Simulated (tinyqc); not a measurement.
Inside a calculation: Koster-Slater impurity in an sp3s* host. Values are carried at full precision from step to step, so a last printed digit may differ when a step is redone from the rounded ones.

sp3s* tight binding, nearest neighbours only: anion (a) at 0, cation (c) at a/4 (1,1,1), orbitals s, px, py, pz, s* on each; k in units of 2 pi/a. With phases e_j = exp(i (pi/2) k.n_j) for n = (1,1,1), (1,-1,-1), (-1,1,-1), (-1,-1,1): g0 = (e1+e2+e3+e4)/4, g1 = (e1+e2-e3-e4)/4, g2 = (e1-e2+e3-e4)/4, g3 = (e1-e2-e3+e4)/4. The diagonal holds the levels Esa, Epa, Exa (s*) and Esc, Epc, Exc. Anion-cation block: <sa|sc> = Vss g0; <sa|xc> = Vsapc g1; <xa|sc> = -Vscpa g1; <xa|xc> = Vxx g0; <xa|yc> = <ya|xc> = Vxy g3, <xa|zc> = <za|xc> = Vxy g2, <ya|zc> = <za|yc> = Vxy g1; <s*a|xc> = Vxapc g1; <xa|s*c> = -Vpaxc g1; y and z take g2 and g3 in place of g1; s-s* and s*-s* vanish.

Inputs chosen for the exercise (out of a larger set: near a published set for GaAs; not measured data): p = (-8.327, 1.038, -2.653, 3.689, 8.529, 6.776, -6.443, 1.935, 5.071, 4.518, 5.801, 4.787, 4.859) eV (order Esa, Epa, Esc, Epc, Exa, Exc, Vss, Vxx, Vxy, Vsapc, Vscpa, Vxapc, Vpaxc); N = 4 (mesh); V = -3 eV (shift of the s level).

## The gap of the host

Gaps from the top of the valence band to Gamma, to the minimum on (x,0,0) from 0.5 to 1, and to L; the smallest is Eg.

top of the valence band on the scale of the parameters = 0.0180 eV

gaps (eV): Gamma 1.5319, Delta 2.0718, L 1.6983

Eg (smallest gap of the host) = 1.5319 eV

## Where the weight lies

A defect on a cation site (c) shifts the s level there by Vs or the three p levels by Vp and leaves the rest. A level in the gap solves 1/Vs = G_s(E) (symmetry A1) or 1/Vp = G_p(E) (T2, threefold), with G(E) = (1/N^3) sum over k and bands of w/(E - e), where w is the weight of the state on the s orbital of that site, or the mean weight on its px, py, pz. Mesh: k = f1 (-1,1,1) + f2 (1,-1,1) + f3 (1,1,-1), f = (j + 1/2)/N, j = 0 to N - 1. Energies from the top of the valence band at Gamma; the s* orbital of the site is left as it is. An infinite shift removes the s or p orbitals, the model of the ideal vacancy: G(E) = 0.

For each band: mean energy over the mesh and summed weights; each column of weights adds to one.

Bands:

| band | mean energy (eV) | s weight | p weight |
|---|---|---|---|
| 1 | -10.872 | 0.1532 | 0.0202 |
| 2 | -6.177 | 0.3744 | 0.0288 |
| 3 | -2.272 | 0.0080 | 0.1154 |
| 4 | -1.815 | 0.0026 | 0.1115 |
| 5 | 2.187 | 0.2566 | 0.1010 |
| 6 | 3.014 | 0.1538 | 0.0944 |
| 7 | 6.507 | 0.0002 | 0.2190 |
| 8 | 6.919 | 0.0001 | 0.2080 |
| 9 | 9.517 | 0.0477 | 0.0070 |
| 10 | 11.318 | 0.0033 | 0.0947 |

The filled bands hold 0.538 of the s orbital and 0.276 of each p orbital of the cation. Filled states add positive terms to G in the gap and empty ones negative terms.

## Green functions across the gap

G at nine energies E = Eg j/8.

G(E) (1/eV):

| E (eV) | G_s | G_p |
|---|---|---|
| 0.0000 | -0.09959 | -0.00665 |
| 0.1915 | -0.11858 | -0.03630 |
| 0.3830 | -0.14055 | -0.05968 |
| 0.5745 | -0.16673 | -0.08164 |
| 0.7660 | -0.19896 | -0.10427 |
| 0.9574 | -0.24025 | -0.12937 |
| 1.1489 | -0.29600 | -0.15941 |
| 1.3404 | -0.37733 | -0.19884 |
| 1.5319 | -0.51314 | -0.25825 |

Both fall with E, as dG/dE = -sum w/(E - e)^2 demands. G_s keeps its sign, so the vacancy has no level of this symmetry in the gap. G_p keeps its sign, so the vacancy has no level of this symmetry in the gap on this mesh; it nearly vanishes at an edge, where a finer mesh may put a level.

## A first estimate from the table

A defect that shifts the s level of its cation site by V has a level where the host Green function G_s(E) equals 1/V; E is counted from the top of the valence band. Find it by linear interpolation between the two rows that bracket it.

1/V = -0.33333 1/eV
estimated level = 1.237 eV

## The level and its weight on the defect

Solve by bisection with the full sum. The weight of the bound state on the shifted orbital is G^2/(-G'), which is also dE/dV.

level = 1.2470 eV
G'(E) = -0.42159 1/eV^2
weight on the defect orbital = 0.2636

The level lies 1.247 eV above the valence band and 0.285 eV below the conduction band. Only 26.4 % of it sits on the shifted orbital, the rest on other orbitals (the s* of the same site among them), so a shift of 1 eV moves the level by about 264 meV.

## Checks

- Sum of the s weights over all bands against one: both 1.00000.
- First moment of the s weights against the s level of the site, on the scale of the parameters: both -2.65300.

Run: tinyqc, `OMP_NUM_THREADS=1 python tinyqc.py 1480101 1480102 out.jsonl`; Intel(R) Xeon(R) Processor @ 2.30GHz, one thread, shared host; about 0.04 s of CPU time with all checks.
